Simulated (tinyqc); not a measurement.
In-plane mass from two subband densities.

Inverse problem. At zero temperature each occupied subband holds N_k = D (EF - E_k), D = md m0 q/(pi hbar^2) per eV. Two subbands are occupied. Find md, EF - E1 and EF - E2.

Constants: q = 1.602176634e-19 C, hbar = 1.054571817e-34 J s, m0 = 9.1093837015e-31 kg. Results are converted to the units shown.

N1, N2 (cm^-2): [8.7290348e11, 1e11]
E2 - E1 = 44.8 meV

Solution. N1 - N2 = D (E2 - E1) gives D and so md; each N_k/D is a distance to EF.

md = 0.04130 m0
EF - E1 = 50.60 meV
EF - E2 = 5.796 meV

Numbers from tinyqc (`OMP_NUM_THREADS=1 python tinyqc.py 2140014 2140015 out.jsonl`; about 0.3 s on one thread of a shared Intel Xeon 2.30GHz).
